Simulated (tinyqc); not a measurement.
## Depletion depth for a wanted scale length

Problem. A single-gate structure has eps_r tan(pi ti/Lambda) + ei tan(pi ts/Lambda) = 0 for its lowest mode, with both thicknesses below Lambda. Find ts.

Values chosen for this exercise; permittivities: semiconductor made up, insulator close to that of aluminium oxide: relative permittivity of the semiconductor eps_r = 12.3; relative permittivity of the insulator ei = 9.33; insulator thickness ti = 2.3 nm.

Lambda = 26.981004 nm

Solution. The condition is explicit in ts: an arctangent, taken between 0 and pi.

ts = 24.00 nm

Program tinyqc, `OMP_NUM_THREADS=1 python tinyqc.py 2420141 2420142 out.jsonl`; Intel Xeon 2.30GHz, shared host, one thread, about 0.01 s.
